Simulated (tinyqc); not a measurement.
Carrier lifetime of a p-type layer with SRH, radiative, Auger and surface recombination: course of the iteration.

Uniform excess density dn = dp (no trapping), n = n0 + dn, p = p0 + dn, Boltzmann statistics, full ionisation. Surfaces enter as a rate 2 S dn/d, which holds while diffusion to them is fast.

Start: dn = 7e15 cm^-3.

With e = n p - ni^2 = dn (n0 + p0 + dn): U_SRH = e/(tp0 (n + n1) + tn0 (p + p1)), U_rad = B e, U_Aug = (Cn n + Cp p) e, U_s = 2 S dn/d. Substitution: tau = dn/U with U the sum, dn(new) = G tau.

Stop when the step is below 1e-10 of the value, or after 40 iterations.

Values chosen for this exercise; band and dielectric values those of a made-up semiconductor: radiative coefficient B = 8.63e-10 cm^3/s; Auger coefficient (two electrons) Cn = 1.9e-30 cm^6/s; Auger coefficient (two holes) Cp = 3.4e-30 cm^6/s; surface recombination velocity (both faces) S = 40 cm/s; sample thickness d = 2 um; generation rate G = 2.5e25 cm^-3 s^-1.

n0 = 0.0249433 cm^-3
p0 = 8.9e16 cm^-3
n1 = 5.65575e8 cm^-3
p1 = 3.92512e6 cm^-3
tn0 = 3.00300e-6 s
tp0 = 3.60360e-5 s

Course of the iteration:
```
iteration  dn before the step (cm^-3)  step (cm^-3)
1                                7e15       2.93e17
2                          2.99551e17      -2.25e17
3                          7.42972e16       1.02e17
4                          1.76690e17      -6.80e16
5                          1.08669e17       3.74e16
6                          1.46023e17      -2.32e16
7                          1.22840e17       1.34e16
8                          1.36268e17      -8.11e15
9                          1.28154e17       4.78e15
...                               ...           ...
32                         1.31138e17      -3.13e10
33                         1.31138e17       1.86e10
34                         1.31138e17      -1.11e10
35                         1.31138e17        6.60e9
36                         1.31138e17       -3.93e9
37                         1.31138e17        2.34e9
38                         1.31138e17       -1.39e9
39                         1.31138e17        8.28e8
40                         1.31138e17       -4.93e8
```

Did this iteration meet its convergence test, and what does its course show?

No. Not converged within 40 iterations: the residual falls steadily but slowly, by a factor of about 0.60 a step over the last four steps (counting the size of the step as the residual). At the solution d ln U/d ln dn = 1.60, so the logarithmic slope of the map is 1 - 1.60 = -0.60; its size is below 1, so substitution contracts. A rerun with Newton steps in ln dn converges in 5 iterations.

Program tinyqc, `OMP_NUM_THREADS=1 python tinyqc.py 2300009 2300010 out.jsonl`; Intel Xeon 2.30GHz, shared host, one thread, about 0.01 s.
